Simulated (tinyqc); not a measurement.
Flattening the wire at fixed area: round or elliptic silicon nanowire with anisotropic valleys (Ritz method).

Wire along x = [110] on a (001) wafer, y = [-110], z = [001]. Valley groups (w = inverse masses): A, two valleys along z: w_y = 1/mt, w_z = 1/ml, m_x = mt; B, four valleys in the wafer plane: w_y = (1/ml + 1/mt)/2, w_z = 1/mt, m_x = (ml + mt)/2.

Hard wall on the ellipse (y/a)^2 + (z/b)^2 = 1, c = hbar^2/2m0. With u = y/a, v = z/b the operator is -c [(w_y/a^2) d2/du2 + (w_z/b^2) d2/dv2] on the unit disc. Basis (1 - u^2 - v^2) u^i v^j; S, X and Y are the disc integrals of f f', (df/du)(df'/du) and (df/dv)(df'/dv), from the integral of u^p v^q = 2 Gamma((p+1)/2) Gamma((q+1)/2)/((p + q + 2) Gamma((p+q+2)/2)) for even p, q; H = c (w_y X/a^2 + w_z Y/b^2).

Converged values use 21 functions of each parity class (e or o in u, then in v).

Constants: hbar^2/2m0 = 3.80998211 eV angstrom^2.

Values chosen for the exercise (near those of a Si nanowire; shifted at random, so the results belong to these values and not to a real crystal):

| symbol | value | unit | meaning |
|---|---|---|---|
| ml | 0.93 | m0 | longitudinal mass |
| mt | 0.193 | m0 | transverse mass |
| asp | (0.4, 0.6, 0.8, 1, 1.3, 1.8, 2.5) |  | ratios a/b |
| area | 54 | nm^2 | cross-section, kept fixed |

a = sqrt(area x ratio/pi), b = a/ratio, 1 nm^2 = 100 angstrom^2; lowest level of each group.

Levels (eV):

| a/b | a (angstrom) | b (angstrom) | A | B |
|---|---|---|---|---|
| 0.4 | 26.2 | 65.6 | 0.0799 | 0.0626 |
| 0.6 | 32.1 | 53.5 | 0.0569 | 0.0532 |
| 0.8 | 37.1 | 46.4 | 0.0457 | 0.0516 |
| 1.3 | 47.3 | 36.4 | 0.0342 | 0.0582 |
| 1.8 | 55.6 | 30.9 | 0.0308 | 0.0695 |
| 2.5 | 65.6 | 26.2 | 0.0305 | 0.0877 |

Give the missing row, a/b = 1.0.

Computed row:
```
a/b  a (angstrom)  b (angstrom)       A       B
1.0          41.5          41.5  0.0394  0.0532
```

Each group is lowest where its stretched ellipse is a circle, at a/b = sqrt(w_y/w_z): 2.20 for A and 0.78 for B. The lowest group is B in the first row and A in the last, crossing between a/b = 0.6 and 0.8; B - A is -17 meV in the first row and +57 meV in the last.

tinyqc: `OMP_NUM_THREADS=1 python tinyqc.py 1280685 1280686 out.jsonl`; about 0.03 s, one thread, shared Intel(R) Xeon(R) Processor @ 2.30GHz.
